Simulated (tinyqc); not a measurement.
Vertical double-diffused power MOSFET, components of the on-resistance: two steps of the calculation.

Stripe cells of pitch Wp + a, two channels a cell. Current flows through the channels, spreads in the accumulation layer, passes the gap between the p bodies and spreads at 45 degrees into the drift layer below them. Low drain voltage, full ionisation.

Parameters, values chosen for the exercise; bulk values close to those of gallium nitride: temperature T = 300 K; relative permittivity eps_r = 9.44; critical-field constant Kc = 26400 V/cm per (cm^-3)^(1/8); rated breakdown voltage of the drift layer BV = 1700 V; drift mobility at 300 K mud = 923 cm^2/(V s); temperature exponent of the drift mobility bt = 2.1; gate oxide thickness (eps_r 3.9) tox = 36 nm; gate overdrive Vov = 10 V; channel mobility mch = 20 cm^2/(V s); accumulation-layer mobility mac = 66 cm^2/(V s); channel length Lc = 1 um; width of the p body in one cell, channels included Wp = 5.3 um; gap between neighbouring p bodies a = 2.7 um; depth of the p body xp = 0.9 um; doping of the gap over the drift doping Nj = 1; built-in voltage of the body junction Vbi = 3.14 V; substrate and contact resistance Rs = 0.23 mohm cm^2.

Constants: q = 1.602176634e-19 C, eps0 = 8.8541878128e-14 F/cm where lengths are in cm. Results are converted to the units shown.

Problem 1. Drift layer. Triangular field at breakdown with Ec = Kc N^(1/8): BV = eps0 eps_r Ec^2/(2 q N), so N = (eps0 eps_r Kc^2/(2 q BV))^(4/3); W = 2 BV/Ec; mu = mud (T/300 K)^(-bt); rho = 1/(q mu N); ideal resistance rho W.

Find: drift doping N; Ec; drift thickness W; electron mobility mu at T; drift resistivity rho; ideal resistance.

Solution 1.

drift doping N = 1.094e16 cm^-3
Ec = 2.670 MV/cm
drift thickness W = 12.74 um
electron mobility mu at T = 923.0 cm^2/(V s)
drift resistivity rho = 0.6184 ohm cm
ideal resistance = 0.7875 mohm cm^2

Problem 2. Components of the on-resistance. Pitch p = Wp + a, Cox = 3.9 eps0/tox; zero-bias depletion in the gap w0 = sqrt(2 eps0 eps_r Vbi/(q N Nj)), open gap g = a - 2 w0; R_ch = Lc p/(2 mch Cox Vov); R_acc = 0.6 a p/(4 mac Cox Vov), 0.6 being an empirical factor for current leaving the layer along its length; R_gap = (rho/Nj) xp p/g; spreading depth t = min(W, (p - g)/2); R_drift = (rho p/2) ln((g + 2 t)/g) + rho (W - t); R_on = the sum with Rs.

drift doping N = 1.0935845e16 cm^-3
drift thickness W = 12.735572 um
electron mobility mu at T = 923 cm^2/(V s)
drift resistivity rho = 0.61835169 ohm cm

Find: w0; g; components; R_on; shares.

Solution 2.

w0 = 0.5473 um
g = 1.605 um
components (mohm cm^2): channel 2.085, accumulation 0.5118, gap 0.2773, drift 0.9871, substrate 0.2300
R_on = 4.091 mohm cm^2
shares (%): channel 50.96, accumulation 12.51, gap 6.78, drift 24.13, substrate 5.62

The channel term is the largest. R_on is 5.20 times the ideal drift resistance rho W, and spreading raises the drift term to 1.25 times it.

tinyqc, about 0.01 s, one thread, Intel Xeon 2.30GHz (shared host): `OMP_NUM_THREADS=1 python tinyqc.py 2230153 2230154 out.jsonl`
